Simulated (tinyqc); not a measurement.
Tamm state at the end of a one-band chain: one step. Local density of states in the band. Four cases, with inputs chosen for the exercise.

Problem. Form g and G at E; the surface density is -Im G/pi, the bulk density 1/(pi sqrt(4t^2 - E^2)).

A half-infinite chain with site energy 0 and hopping -t, band E = -2t cos(ka); the end site has energy D. The surface Green function of the unperturbed half chain is g = (E -/+ sqrt(E^2 - 4t^2))/(2t^2), the root with |t g| <= 1 and Im g <= 0, and with the shift G = g/(1 - D g).

Case 1.

Values chosen: t = 0.81 eV (hopping); D = 2.27 eV (shift of the end site); E = 1.43 eV (energy in the band).

Case 2.

Values chosen: t = 1.25 eV (hopping); D = -3.74 eV (shift of the end site); E = 1.59 eV (energy in the band).

Case 3.

Values chosen: t = 1.52 eV (hopping); D = 3.61 eV (shift of the end site); E = 0.76 eV (energy in the band).

Case 4.

Values chosen: t = 0.96 eV (hopping); D = 1.9 eV (shift of the end site); E = -0.79 eV (energy in the band).

Give: g; G; densities.

Solution.

Case 1.

g = 1.0898-0.5801i 1/eV
G = -0.6067-0.1485i 1/eV

densities (1/eV): clean end 0.1847, shifted end 0.0473, bulk 0.4181

Case 2.

g = 0.5088-0.6174i 1/eV
G = 0.2110-0.0449i 1/eV

densities (1/eV): clean end 0.1965, shifted end 0.0143, bulk 0.1650

Case 3.

g = 0.1645-0.6370i 1/eV
G = -0.2564-0.1168i 1/eV

densities (1/eV): clean end 0.2028, shifted end 0.0372, bulk 0.1081

Case 4.

g = -0.4286-0.9494i 1/eV
G = -0.3804-0.1450i 1/eV

densities (1/eV): clean end 0.3022, shifted end 0.0462, bulk 0.1819

Computed by tinyqc, one run a case: `OMP_NUM_THREADS=1 python tinyqc.py N N+1 out.jsonl` with N = 1451444, 1451483, 1451797, 1451798; one thread of a shared Intel(R) Xeon(R) Processor @ 2.30GHz, about 0.01 s a run at most.
